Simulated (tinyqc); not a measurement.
Changing the temperature T: harmonic transition-state theory with quantum, tunnelling and friction corrections. Computed by tinyqc, a small Python program. Command: `OMP_NUM_THREADS=1 python tinyqc.py 3023294 3023295 out.jsonl rates sweep`. One thread of a shared host (Intel(R) Xeon(R) Processor @ 2.30GHz), about 0.03 s of CPU time with the checks.

One atom hops between equivalent sites; three modes at the minimum and two real modes at the saddle are treated as harmonic, the rest of the crystal as unchanged; melting is ignored, so hot rows may lie above the melting point.

Inputs (values chosen for the exercise, modelled on interstitial oxygen in silicon):

| quantity | value | unit |
|---|---|---|
| barrier E_b | 2.58 | eV |
| imaginary frequency at the saddle nu_b | 9.15 | THz |
| jump length d | 1.9 | angstrom |
| number of jump directions z | 6 | - |

Lattice of sites: three-dimensional.

frequencies at the minimum (THz): 20.6  22.6  28.3

real frequencies at the saddle (THz): 25.3  28.7

Constants: k_B = 8.617333262e-05 eV/K; h x 1 THz = 4.135667696 meV.

Method:
- Vineyard: nu* = product of minimum frequencies / product of real saddle frequencies; k_cl = nu* exp(-E_b/(k_B T)).
- Activation entropy S = k_B ln(nu* h/(k_B T)); for uncorrelated jumps D = z k d^2/6 and D0 = z nu* d^2/6; 1 angstrom^2 = 1e-16 cm^2.
- Quantum harmonic: k_q = (k_B T/h) [prod 2 sinh(x_i/2) (minimum) / prod 2 sinh(x_j/2) (saddle)] exp(-E_b/(k_B T)), x = h nu/(k_B T).
- Zero-point correction to the barrier = (h/2)(sum of saddle frequencies - sum of minimum frequencies).
- With u = h nu_b/(k_B T): Wigner factor 1 + u^2/24; parabolic barrier (Bell) (u/2)/sin(u/2), valid above T_c = h nu_b/(2 pi k_B); symmetric Eckart barrier: kappa = int_0^infinity P(E) exp(-(E - E_b)/(k_B T)) dE/(k_B T), P = (cosh 2a - 1)/(cosh 2a + cosh 2d), a = alpha sqrt(E/E_b), alpha = 2 pi E_b/(h nu_b), 2d = 2 sqrt(alpha^2 - pi^2/4).

One run for each value:

| temperature T (K) | classical rate k_cl (1/s) | ratio k_q/k_cl | Eckart factor | classical diffusivity D (cm^2/s) |
|---|---|---|---|---|
| 480 | 1.4789e-14 | 1.1198 | 1.0363 | 5.3390e-30 |
| 600 | 3.8700e-09 | 1.0752 | 1.0231 | 1.3971e-24 |
| 740 | 4.8713e-05 | 1.0489 | 1.0152 | 1.7585e-20 |
| 920 | 1.3350e-01 | 1.0314 | 1.0098 | 4.8192e-17 |
| 1100 | 2.7428e+01 | 1.0218 | 1.0069 | 9.9014e-15 |
| 1400 | 9.3577e+03 | 1.0134 | 1.0043 | 3.3781e-12 |
| 1700 | 4.0753e+05 | 1.0091 | 1.0029 | 1.4712e-10 |
| 2200 | 2.2309e+07 | 1.0054 | 1.0018 | 8.0534e-09 |
| 2700 | 2.7731e+08 | 1.0036 | 1.0012 | 1.0011e-07 |

Over the rows, classical rate k_cl (1/s) rises from 1.48e-14 to 2.77e8 (exponent d ln y / d ln x 56 between the first rows and 12 between the last); ratio k_q/k_cl falls from 1.12 to 1.00 (exponent d ln y / d ln x -0.18 between the first rows and -0.0089 between the last); Eckart factor falls from 1.04 to 1.00 (exponent d ln y / d ln x -0.057 between the first rows and -0.0028 between the last). The apparent barrier of the corrected rate k_cl (k_q/k_cl) kappa(Eckart) is 2.569 eV between the coldest rows and 2.578 eV between the hottest, against E_b = 2.58 eV.

Caution (rows 480, 600, 740): h nu exceeds k_B T, so zero-point and tunnelling corrections to the classical rate matter.

Extremes, crossings and ranges named in words are read from the listed rows.
